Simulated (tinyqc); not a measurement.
Capacitance of parallel on-chip lines from Laplace's equation on a mesh: one step of the calculation.

Cross-section of an endless row of equal lines between two grounded planes; neighbours are driven in antiphase (+1 V and -1 V), so the plane midway between two lines is at 0 V. By symmetry one quarter is solved: x runs from the centre of a line (column 0, mirror) to that midplane (column 5, 0 V), y from the mid-height of the line (row 0, mirror) to the ground plane (row 3, 0 V). The line fills columns 0 to 2 and rows 0 to 1 at 1 V. Cells beside the line (below row 1) have e2, cells above have e1. Each link between nodes has the conductance g = mean permittivity of the two cells beside it (a cell beyond a mirror counts as 0), and the free nodes obey sum g (V_neighbour - V) = 0.

Task. Link conductances. gx[j, i] joins node (row j, column i) to column i + 1, gy[j, i] to row j + 1.

Parameters, values chosen for the exercise: relative permittivity above and below the lines e1 = 4.2; relative permittivity between the lines e2 = 1.

Give: gx; gy.

Result.

gx:
```
         col 0    col 1    col 2    col 3    col 4
row 0  0.50000  0.50000  0.50000  0.50000  0.50000
row 1   2.6000   2.6000   2.6000   2.6000   2.6000
row 2   4.2000   4.2000   4.2000   4.2000   4.2000
row 3   2.1000   2.1000   2.1000   2.1000   2.1000
```

gy:
```
         col 0   col 1   col 2   col 3   col 4    col 5
row 0  0.50000  1.0000  1.0000  1.0000  1.0000  0.50000
row 1   2.1000  4.2000  4.2000  4.2000  4.2000   2.1000
row 2   2.1000  4.2000  4.2000  4.2000  4.2000   2.1000
```

tinyqc, about 1 s, one thread, Intel Xeon 2.30GHz (shared host): `OMP_NUM_THREADS=1 python tinyqc.py 2790195 2790196 out.jsonl`
